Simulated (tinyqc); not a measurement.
## Activation energy from two powers

Inverse problem. P(T) = Pd + Pl (T/300 K)^2 exp[(q Ea/kB)(1/(300 K) - 1/T)]. Find Ea and Pl.

Inputs (values chosen for the exercise): temperature-independent switching power Pd = 2.2 W.

Constants: q = 1.602176634e-19 C, kB = 1.380649e-23 J/K. Results are converted to the units shown.

P at T = 360 and 400 K (W): 2.29114000  3.00387108

Answer. Subtract Pd; the ratio of the leakage powers, divided by the T^2 factors, is an Arrhenius factor.

Ea = 0.610 eV
Pl = 0.00124 W

Program tinyqc, `OMP_NUM_THREADS=1 python tinyqc.py 2520036 2520037 out.jsonl`; Intel Xeon 2.30GHz, shared host, one thread, about 0.01 s.
